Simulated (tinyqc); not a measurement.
Inside a calculation. Model: hydrogen passivation and dissociation of interface defects with a spread of activation energies. Computed by tinyqc, a small Python program that keeps every step. Command: `OMP_NUM_THREADS=1 python tinyqc.py 3010143 3010144 out.jsonl passivation walk`. One thread of a shared host (Intel(R) Xeon(R) Processor @ 2.30GHz), about 0.01 s of CPU time with the checks. Intermediate numbers are printed to about 6 digits and carried at full precision; extremes and crossings named in words are read from the listed rows.

All defects start passivated and lose hydrogen by HP -> P + H; no hydrogen is supplied. Activation energies are normally distributed.

Inputs (values chosen for the exercise, for a model interface):
```
quantity                        value   unit
defect density N_0            1.3e+12  cm^-2
mean dissociation energy E_d     2.86     eV
spread s_d                       0.11     eV
prefactor k_d0                1.1e+13    1/s
anneal temperature T              650      K
anneal time t                    2800      s
```

Ambient: vacuum.

Constants: k_B = 8.617333262e-05 eV/K.

## Sites at the mean energies

b = k_d0 exp(-E_d/k_B T); the active share of one kind of site is 1 - exp(-b t).

dissociation rate b = 7.35138e-10 1/s

active share, single energy = 2.05838e-06

## A five-point average

Gauss-Hermite nodes for a unit normal variable, z = 0, +/-1.355626, +/-2.856970 with weights 0.533333, 0.222076, 0.011257; the energy is E_d + s_d z.

Nodes:
```
z            weight  energy (eV)   rate (1/s)  active share
-2.856970  0.011257      2.54573  2.00926e-07   5.62436e-04
-1.355626  0.222076      2.71088  1.05333e-08   2.94927e-05
0.000000   0.533333      2.86000  7.35138e-10   2.05838e-06
1.355626   0.222076      3.00912  5.13068e-11   1.43659e-07
2.856970   0.011257      3.17427  2.68968e-12   7.53110e-09
```

active share, five points = 1.40107e-05

Caution: the spread exceeds 1.3 k_B T, so the integrand is step-like and five points are a rough average.

## Average over the spread

Full average: z from -5 to 5 in steps of 0.125 with normalised weights exp(-z^2/2), energy = mean + spread x z.

active share = 1.41399e-05

active defects = 1.83819e+07 cm^-2

The spread changes the active share from 2.06e-6 to 1.41e-5: the weakly bound tail dissociates first.

## Isochronal anneals

The formulas are those given above.

Same time, other temperatures:
```
T (K)      b (1/s)  active share, single energy  active share, spread
700    2.82032e-08                  7.89659e-05           4.14056e-04
750    6.65332e-07                  1.86120e-03           7.51389e-03
800    1.05727e-05                  2.91697e-02           7.81620e-02
850    1.21345e-04                  2.88063e-01           3.80830e-01
900    1.06193e-03                  9.48872e-01           8.10944e-01
950    7.39619e-03                  1.00000e+00           9.82525e-01
1000   4.24255e-02                  1.00000e+00           9.99613e-01
1050   2.06062e-01                  1.00000e+00           9.99998e-01
1100   8.66901e-01                  1.00000e+00           1.00000e+00
```

Hydrogen is lost over a window: solving the same formulas, the share goes from 10 to 90 % within 110 K with the spread and 69 K without, since weakly bound sites go early and strongly bound ones late; half is lost near 863 K, where k_B T ln(k_d0 t) is about E_d.

## Isothermal kinetics

Times are decades about 1/b of the mean site. The last column is the part of the change still to come; rows stop once it is below 1e-5.

Against time:
```
t (s)     active share, single energy  active share, spread  unreacted part
1.00e+06                  7.34868e-04              0.004713     9.95287e-01
1.00e+07                  7.32442e-03              0.036662     9.63338e-01
1.00e+08                  7.08766e-02              0.187771     8.12229e-01
1.00e+09                  5.20561e-01              0.535864     4.64136e-01
1.00e+10                  9.99358e-01              0.867189     1.32811e-01
1.00e+11                  1.00000e+00              0.984895     1.51048e-02
1.00e+12                  1.00000e+00              0.999408     5.92058e-04
```

A single energy finishes within about two decades of time. With the spread the unreacted part is 0.96 at 1e7 s and still 0.13 at 1e10 s, where one energy leaves 6.4e-4: a width of s/k_B T = 1.96 in ln(rate) stretches the decay markedly. Times above 1e9 s (about 30 years) are only formal.

Checks made by the program: the average on a grid twice as fine (relative difference 1e-04).
